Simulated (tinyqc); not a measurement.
# Coupling and phonon occupation from the scattering functions

Inverse problem. A level coupled to a phonon of energy w0 has, in the self-consistent Born approximation, Sin(E) = M^2 [(Nq + 1) Gn(E + w0) + Nq Gn(E - w0)], Sout(E) = M^2 [(Nq + 1) Gp(E - w0) + Nq Gp(E + w0)]. Find M, Nq and, from Nq = 1/(exp(w0/kB T) - 1), the phonon temperature.

Parameters, values chosen for the exercise:
```
symbol,value,unit,meaning
w0,20,meV,phonon energy
```

Constants: q = 1.602176634e-19 C, kB = 1.380649e-23 J/K. Results are converted to the units shown.

Gn at E - w0 and E + w0 (1/meV): [0.13391429, 0.0018322527]
Gp at E - w0 and E + w0 (1/meV): [0.11754855, 0.0069391329]
Sin and Sout at E (meV): [1.3651251, 2.5913384]

Solution. Both equations are linear in M^2 and M^2 Nq.

M = 3.40 meV
Nq = 0.856
T = 300 K

Numbers from tinyqc (`OMP_NUM_THREADS=1 python tinyqc.py 2720131 2720132 out.jsonl`; about 0.08 s on one thread of a shared Intel Xeon 2.30GHz).
